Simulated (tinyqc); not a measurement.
# From total conductivity back to temperature T

Model: defect equilibria of an oxide against oxygen pressure (mass action). Computed by tinyqc, a small Python program. Command: `OMP_NUM_THREADS=1 python tinyqc.py 3003904 3003905 out.jsonl brouwer inv`. One thread of a shared host (Intel(R) Xeon(R) Processor @ 2.30GHz), about 0.03 s of CPU time with the checks.

Defects: oxygen vacancies V (charge +2), electrons n, holes p, the ionic partner X = V_M'' (charge -2), and the dopant. Activities are taken equal to concentrations.

Inputs (values chosen for the exercise, for a model oxide):
```
quantity                           value             unit
reduction enthalpy H_r              4.99               eV
prefactor K_r0                   2.5e+69  cm^-9 atm^(1/2)
gap E_g                             4.16               eV
prefactor N_c N_v                  8e+42            cm^-6
disorder enthalpy H_s               2.54               eV
prefactor K_s0                   3.1e+44            cm^-6
dopant density N_d               1.4e+18            cm^-3
oxygen pressure P                  2e-08              atm
electron mobility mu_n               1.9       cm^2/(V s)
hole mobility mu_p                 0.053       cm^2/(V s)
vacancy diffusion prefactor D_0    0.018           cm^2/s
vacancy migration energy E_m         1.1               eV
```

Ionic disorder: Schottky, oxide MO. Dopant (singly charged, fully ionised): acceptor.

Constants: k_B = 8.617333262e-05 eV/K; e = 1.602176634e-19 C.

Method:
- K_r = K_r0 exp(-H_r/k_B T) = [V] n^2 P^(1/2); K_i = N_c N_v exp(-E_g/k_B T) = n p; K_s = K_s0 exp(-H_s/k_B T) = [X] [V].
- Neutrality: 2 [V] + p = n + 2 [X] + N_d. With n as the unknown, [V] = K_r/(n^2 P^(1/2)), p = K_i/n, [X] = K_s/[V]; the log ratio is ln(positive/negative).
- The root is found by 60 bisections in ln n between n = 1e-10 and 1e25 cm^-3.
- sigma_n = e n mu_n, sigma_p = e p mu_p, sigma_ion = 2 e [V] mu_V with mu_V = 2 e D/(k_B T) and D = D_0 exp(-E_m/k_B T); only the oxygen vacancies carry ionic current, and the ionic transport number is sigma_ion over the total.

Question. A run gave the result below. Find the temperature T, known to lie between 1100 and 1700 K.

total conductivity = 3.508092 S/cm

Answer.

Each step takes the trial c = (a f_b - b f_a)/(f_b - f_a), f being the result less the target and a, b, c the logarithms of the listed values; c replaces end b, the old b replaces a if the sign of f changed, and otherwise f_a is halved.

Scan of the range:
```
temperature T (K)  total conductivity (S/cm)
1100                             5.62858e-03
1180                             3.24282e-02
1270                             1.61478e-01
1370                             6.30519e-01
1470                             1.82198e+00
1580                             4.75272e+00
1700                             1.14802e+01
```

False position (Illinois rule, in the logarithm of the input) inside the bracket:
```
step    end a    end b    trial  total conductivity (S/cm)
1     1470.00  1580.00  1532.31                    3.20300
2     1580.00  1532.31  1541.59                    3.46644
3     1580.00  1541.59  1543.97                    3.53688
4     1541.59  1543.97  1542.99                    3.50794
5     1543.97  1542.99  1543.00                    3.50809
6     1543.97  1543.00  1543.00                    3.50809
7     1543.00  1543.00  1543.00                    3.50809
```

Total conductivity rises at every point of a 13-point scan of the range (every second point is shown), so one value fits; it is bracketed by 1470 and 1580. Answer: temperature T = 1543 K.
